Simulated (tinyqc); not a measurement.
Decay of LO phonons and the hot-phonon bottleneck in the cooling of electrons: one step, computed by the program tinyqc.

n(E, T) = 1/(exp(E/(k_B T)) - 1) is the Bose occupation. Electrons have a temperature T_e; the LO modes within their reach share one occupation N; the decay products stay at the lattice temperature.

Problem. Spontaneous emission time. Froehlich coupling alpha = (e^2/(4 pi eps_0)) (1/eps_inf - 1/eps_s) k_0/(2 hbar omega), k_0 = sqrt(m* hbar omega/(hbar^2/(2 m_0))); emission time tau_sp = hbar/(2 alpha hbar omega); bottleneck ratio r = (n/N_m) tau/tau_sp.

Inputs (values chosen for the exercise, modelled on gallium nitride):
```
quantity                                             value    unit
LO energy hbar omega                                  91.9     meV
lattice temperature T                                  400       K
electron mass m*                                     0.207     m_0
eps_inf                                               5.43       -
static dielectric constant eps_s                      9.34       -
electron density n                                 2.3e+18  1/cm^3
density of LO modes that the electrons reach, N_m  1.1e+19  1/cm^3
```

Decay channel: two unequal phonons (Ridley).

phonon lifetime tau = 1.322975 ps

Constants: e^2/(4 pi eps_0) = 14.39964548 eV angstrom; hbar^2/(2 m_0) = 3.80998212 eV angstrom^2; hbar = 6.582119569e-16 eV s.

Give: alpha; emission time tau_sp; bottleneck ratio r.

Solution.

alpha = 0.4268

emission time tau_sp = 8.391 fs

bottleneck ratio r = 32.97

r compares the rate at which electrons exchange quanta with a mode to its decay rate. Exchange outruns decay, so a hot population builds up if the power is high enough.
